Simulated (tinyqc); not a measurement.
Lateral field, substrate current, probability of reaching the oxide barrier and hot-carrier lifetime of a silicon transistor (pseudo-two-dimensional and lucky-electron models): one step, computed by the program tinyqc. Command: `OMP_NUM_THREADS=1 python tinyqc.py 3029338 3029339 out.jsonl hotcar walk`. One thread of a shared host (Intel(R) Xeon(R) Processor @ 2.30GHz), about 0.01 s of CPU time with the checks.

Local-field models: a lucky carrier gains its energy at the peak field over a path free of collisions. Voltages are magnitudes.

Question. Peak lateral field. C_ox = 3.9 eps_0/t; F_sat = 2 v_s/mu; V_Dsat = V_ov F_sat L/(V_ov + F_sat L), V_ov = V_G - V_T; I_D/W = C_ox v_s (V_ov - V_Dsat). Scale length l = 0.22 t^(1/3) x_j^(1/2) (all in cm); F_m = sqrt(((V_D - V_Dsat)/l_e)^2 + F_sat^2), with l_e = l; length of the velocity-saturated region l_e ln((V_D - V_Dsat)/(l_e F_sat) + F_m/F_sat).

Inputs (values chosen for the exercise, modelled on a silicon n-channel):
```
quantity,value,unit
channel length L,320,nm
oxide thickness t,5.9,nm
junction depth x_j,53,nm
mobility mu,410,cm^2/(V s)
saturation velocity v_s,0.89,1e7 cm/s
threshold voltage V_T,0.53,V
gate voltage V_G,1.3,V
drain voltage V_D,2.1,V
ionisation prefactor A_i,2.2e+06,1/cm
ionisation field B_i,1.77,MV/cm
hot-carrier mean free path lambda,7.2,nm
oxide barrier phi_b,3.1,eV
interface-trap threshold phi_it,3.7,eV
lifetime constant H,30,s microampere/micrometre
```

Drain: abrupt.

Constants: eps_0 = 8.8541878128e-12 F/m.

Give: scale length l; peak field F_m; velocity-saturated length; energy gained over one free path, e lambda F_m.

Answer.

scale length l = 42.48 nm

peak field F_m = 380.2 kV/cm

velocity-saturated length = 121.5 nm

energy gained over one free path, e lambda F_m = 0.2738 eV

Caution: the empirical formula for l was fitted to oxides of about 15 nm or more; for thinner ones it is an extrapolation. Caution: e V_D is below phi_b or phi_it, so the available energy, not the field, limits hot carriers, and the lucky-electron formulas overstate them.
